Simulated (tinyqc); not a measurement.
Monte Carlo simulation of one carrier in a uniform electric field: one step, computed by the program tinyqc.

The force e F acts along +z. Flights end at the constant total rate Gamma; the part of Gamma that the real rates do not fill is self-scattering, which leaves k unchanged. One valley, no impurities and no intervalley scattering.

Question. Flight 2. Parabolic band: E = hbar^2 k^2/(2 m), speed v = hbar k/m, states per spin, volume and energy g(E) = m k/(2 pi^2 hbar^2). Masses are multiplied by m_0 and all formulas are in SI units. Flight: t = -ln(r1)/Gamma; k_z grows by e F t/hbar; E follows from the band; dz = (E_end - E_start)/(e F). Use row 2 of the random numbers.

Inputs (values chosen for the exercise, modelled on InSb): effective mass m = 0.0132 m_0; lattice temperature T = 300 K; electric field F = 0.026 kV/cm.

Crystal: polar. Band: parabolic.

k after event 1, the start of the next flight (1/nm): 0.2062945  0.1458025  0.1209578

Random numbers (0.02 to 0.98, from up to 60 sets tried for early real events), one row a flight:
```
       r1      r2      r3      r4
1  0.9485  0.3889  0.1374  0.0672
2  0.9416  0.4030  0.4697  0.1629
3  0.0354  0.1228  0.3665  0.7960
4  0.6019  0.8264  0.3889  0.0460
5  0.1968  0.7696  0.0351  0.6908
6  0.2031  0.9110  0.0641  0.1950
7  0.6893  0.2175  0.0341  0.1610
```

Gamma = 1.439332 1e12/s

Constants: e = 1.602176634e-19 C; hbar = 1.054571817e-34 J s; m_0 = 9.1093837015e-31 kg.

Give: flight time t; k at the end of the flight; energy at the end; displacement dz.

Answer.

flight time t = 41.81 fs

k at the end of the flight (1/nm): 0.2063  0.1458  0.1211

energy at the end = 226.5 meV

displacement dz = 44.38 nm
